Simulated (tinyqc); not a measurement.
From results back to parameters: free-carrier optics of a doped semiconductor (Drude model). Three cases, with inputs chosen for the exercise.

Problem. eps(E) is given at one energy; N and mu are hidden.

eps(E) = ei [1 - Ep^2/(E^2 + i E Gam)], with Ep^2 = 8 pi c (e^2/(4 pi eps0)) N/(m ei), c = hbar^2/2m0, N in 1/angstrom^3 (1e-24 per 1/cm^3); Gam = hbar/tau, tau = mu m m0/e with m0/e = 5.685630e-12 kg/C and mu in m^2/(V s). Energies in meV.

Constants: hbar^2/2m0 = 3.80998211 eV angstrom^2; e^2/(4 pi eps0) = 14.39964547 eV angstrom; hbar = 6.58211957e-16 eV s.

Find: Gam; Ep; N; mu.

Method. ei - eps1 = ei Ep^2/(E^2 + Gam^2) and eps2 = (ei - eps1) Gam/E; the ratio gives Gam, then Ep, N and mu follow.

Case 1.

Values chosen (out of a larger set: mass and dielectric values near those of Si; N and mu are free inputs; interband absorption and the rise of the mass with filling are left out; not measured data):
- m = 0.28 m0 (conductivity mass)
- ei = 11.83 (high-frequency dielectric constant)
- E = 176 meV (photon energy)

eps = 8.75103+0.55639i

Solution.

Gam = 31.80 meV
Ep = 91.24 meV
N = 2.00e+19 1/cm^3
mu = 130 cm^2/(V s)

Case 2.

Values chosen (out of a larger set: mass and dielectric values near those of Ge; N and mu are free inputs; interband absorption and the rise of the mass with filling are left out; not measured data):
- m = 0.113 m0 (conductivity mass)
- ei = 16.22 (high-frequency dielectric constant)
- E = 22.7 meV (photon energy)

eps = -3.36354+2.45511i

Solution.

Gam = 2.85 meV
Ep = 25.14 meV
N = 8.40e+17 1/cm^3
mu = 3.60e+03 cm^2/(V s)

Case 3.

Values chosen (out of a larger set: mass and dielectric values near those of Ge; N and mu are free inputs; interband absorption and the rise of the mass with filling are left out; not measured data):
- m = 0.123 m0 (conductivity mass)
- ei = 16.38 (high-frequency dielectric constant)
- E = 15.7 meV (photon energy)

eps = -15.90286+13.82376i

Solution.

Gam = 6.72 meV
Ep = 23.98 meV
N = 8.40e+17 1/cm^3
mu = 1.40e+03 cm^2/(V s)

Computed by tinyqc, one run a case: `OMP_NUM_THREADS=1 python tinyqc.py N N+1 out.jsonl` with N = 1650125, 1650127, 1650440; one thread of a shared Intel(R) Xeon(R) Processor @ 2.30GHz, about 0.01 s a run at most.
